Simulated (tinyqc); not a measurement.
Decay of LO phonons and the hot-phonon bottleneck in the cooling of electrons. Changing the power supplied per electron P. Computed by tinyqc, a small Python program. Command: `OMP_NUM_THREADS=1 python tinyqc.py 3028291 3028292 out.jsonl hotphonon sweep`. One thread of a shared host (Intel(R) Xeon(R) Processor @ 2.30GHz), about 0.02 s of CPU time with the checks.

n(E, T) = 1/(exp(E/(k_B T)) - 1) is the Bose occupation. Electrons have a temperature T_e; the LO modes within their reach share one occupation N; the decay products stay at the lattice temperature.

Inputs (values chosen for the exercise, modelled on indium arsenide):
```
quantity                                             value    unit
LO energy hbar omega                                  29.4     meV
lifetime at T = 0, tau_0                                10      ps
share f of the energy in the softer product           0.18       -
lattice temperature T                                  250       K
electron mass m*                                    0.0267     m_0
eps_inf                                               12.1       -
static dielectric constant eps_s                      15.2       -
electron density n                                 1.4e+18  1/cm^3
density of LO modes that the electrons reach, N_m  5.3e+19  1/cm^3
```

Decay channel: two unequal phonons (Ridley).

Constants: k_B = 8.617333262e-05 eV/K; c = 299792458 m/s; e^2/(4 pi eps_0) = 14.39964548 eV angstrom; hbar^2/(2 m_0) = 3.80998212 eV angstrom^2; hbar = 6.582119569e-16 eV s; e = 1.602176634e-19 C.

Method:
- Decay rate 1/tau = (1/tau_0) [1 + n(f hbar omega) + n((1 - f) hbar omega)].
- Full width Gamma = 1/(2 pi c tau) in 1/cm, c in cm/s.
- Froehlich coupling alpha = (e^2/(4 pi eps_0)) (1/eps_inf - 1/eps_s) k_0/(2 hbar omega), k_0 = sqrt(m* hbar omega/(hbar^2/(2 m_0))); emission time tau_sp = hbar/(2 alpha hbar omega); bottleneck ratio r = (n/N_m) tau/tau_sp.
- Net emission per electron: [(N + 1) x - N]/tau_sp with x = exp(-hbar omega/(k_B T_e)), a simple two-level balance; steady state of the modes: n [(N + 1) x - N]/tau_sp = N_m (N - N_0)/tau; power per electron P = hbar omega [(N + 1) x - N]/tau_sp.
- With p = P tau_sp/(hbar omega): N = N_0 + r p and x = (p + N)/(N + 1); without hot phonons N = N_0. The mode temperature T_LO solves n(hbar omega, T_LO) = N.

One run for each value; columns: (1) power supplied per electron P (nW); (2) electron temperature T_e (K); (3) T_e without hot phonons (K); (4) mode temperature T_LO (K); (5) LO occupation N:
```
(1)        (2)     (3)     (4)      (5)
0.0097  250.25  250.21  250.04  0.34322
0.0190  250.49  250.41  250.08  0.34332
0.0350  250.90  250.75  250.15  0.34350
0.0680  251.76  251.46  250.30  0.34386
0.1300  253.37  252.79  250.57  0.34455
0.2500  256.49  255.39  251.10  0.34587
0.4800  262.54  260.42  252.11  0.34841
0.9100  274.05  270.00  253.99  0.35316
1.7000  295.99  288.29  257.43  0.36189
```

Describe the trends.

Over the rows, electron temperature T_e (K) rises from 250 to 296 (exponent d ln y / d ln x 0.0014 between the first rows and 0.12 between the last); T_e without hot phonons (K) rises from 250 to 288 (exponent d ln y / d ln x 0.0012 between the first rows and 0.10 between the last); mode temperature T_LO (K) rises from 250 to 257 (exponent d ln y / d ln x 2.4e-4 between the first rows and 0.022 between the last).

Caution (all rows): the electrons are degenerate; Pauli blocking and the Fermi energy, left out here, matter.
